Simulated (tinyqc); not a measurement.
When the Fermi surface touches the face: free and nearly free electrons in a metal.

The cubic cell holds 2 atoms: n = 2 z/a^3, kF = (3 pi^2 n)^(1/3), EF = c kF^2/m, vF = 2 c kF/(m hbar), c = hbar^2/2m0; rs = (3/(4 pi n))^(1/3)/a0; D(EF) = 3 n/(2 EF).

Two plane waves k and k - G, G = (110) (2 pi/a): H = [[c k^2/m, V], [V, c (k - G)^2/m]] with c = hbar^2/2m0.

Constants: hbar^2/2m0 = 3.80998211 eV angstrom^2; hbar = 6.58211957e-16 eV s; a0 (Bohr radius) = 0.5291772105 angstrom.

Values chosen for the exercise (out of a larger set: near those of Na; not measured data): a = 4.192 angstrom (bcc lattice constant); z = 1 (free electrons an atom); m = 1 m0 (mass).

On the face the lower band is E = c (G^2/4 + q^2)/m - V, q along the face. EF is held at its free value. A neck opens where EF > c G^2/(4m) - V, with radius q; the second band fills where EF > c G^2/(4m) + V.

Necks:

| V (eV) | lower band at the face centre (eV) | neck radius (1/angstrom) | radius/kF |
|---|---|---|---|
| 0.2 | 4.080 | - | - |
| 0.5 | 3.780 | - | - |
| 0.8 | 3.480 | - | - |
| 1.1 | 3.180 | 0.1732 | 0.186 |
| 1.4 | 2.880 | 0.3297 | 0.355 |
| 1.8 | 2.480 | 0.4623 | 0.497 |
| 2.2 | 2.080 | 0.5645 | 0.607 |
| 2.6 | 1.680 | 0.6509 | 0.700 |

EF = 3.294 eV
c G^2/(4m) = 4.280 eV

How do the results move, and what explains it?

Contact needs V > 0.986 eV. It is first met at V = 1.1 eV of those listed, and the radius then grows as the square root of the excess, to 0.700 kF at 2.6 eV. EF is held at its free value here; a count of states lowers it as V grows, strongly for V of an eV or more, so the threshold is a lower bound, the radii are upper bounds, and some necks may vanish.

(tinyqc, `OMP_NUM_THREADS=1 python tinyqc.py 1652424 1652425 out.jsonl`, Intel(R) Xeon(R) Processor @ 2.30GHz, 1 thread, shared host, about 0.01 s.)
